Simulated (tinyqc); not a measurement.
From results back to parameters: two-level Kane dispersion of a narrow-gap semiconductor. Three cases, with inputs chosen for the exercise.

Problem. In the two-level Kane model E = Eg/2 + sqrt(Eg^2/4 + (2/3) Ep c k^2), c = hbar^2/2m0, and the momentum mass is m(k) = (3/(2 Ep)) sqrt(Eg^2 + (8/3) Ep c k^2). It is given at the Fermi wave vectors kF = (3 pi^2 n)^(1/3) of two densities (1 cm^-3 = 1e-24 angstrom^-3).

Constants: hbar^2/2m0 = 3.80998211 eV angstrom^2.

Find: kF^2; Ep; edge mass; |Eg|.

Method. m^2 = m0*^2 + (6 c/Ep) kF^2 is a straight line in kF^2: the slope gives Ep, the intercept the edge mass, and |Eg| = (2/3) Ep m0*. The sign of Eg does not enter. The two-level form takes Dso as infinite, which overstates the mass where Dso is not large against Eg.

Case 1.

Values chosen (out of a larger set: near those of InSb; not measured data): n12 = (9.5e+15, 2.1e+18) cm^-3 (two densities).

masses at the two densities (m0): 0.01544233  0.04092141

Solution.

kF^2 (1/angstrom^2): 4.2930e-05  0.0015695

Ep = 24.3 eV
edge mass = 0.01407 m0
|Eg| = 0.228 eV

Case 2.

Values chosen (out of a larger set: a narrow-gap II-VI alloy; not measured data): n12 = (2.7e+15, 5.7e+17) cm^-3 (two densities).

masses at the two densities (m0): 0.01668270  0.03218150

Solution.

kF^2 (1/angstrom^2): 1.8558e-05  0.00065796

Ep = 19.3 eV
edge mass = 0.01601 m0
|Eg| = 0.206 eV

Case 3.

Values chosen (out of a larger set: near those of GaSb; not measured data): n12 = (1.8e+15, 4.8e+17) cm^-3 (two densities).

masses at the two densities (m0): 0.04438046  0.04936686

Solution.

kF^2 (1/angstrom^2): 1.4162e-05  0.00058673

Ep = 28.0 eV
edge mass = 0.04425 m0
|Eg| = 0.826 eV

Computed by tinyqc, one run a case: `OMP_NUM_THREADS=1 python tinyqc.py N N+1 out.jsonl` with N = 1051048, 1051053, 1051124; one thread of a shared Intel(R) Xeon(R) Processor @ 2.30GHz, about 0.01 s a run at most.
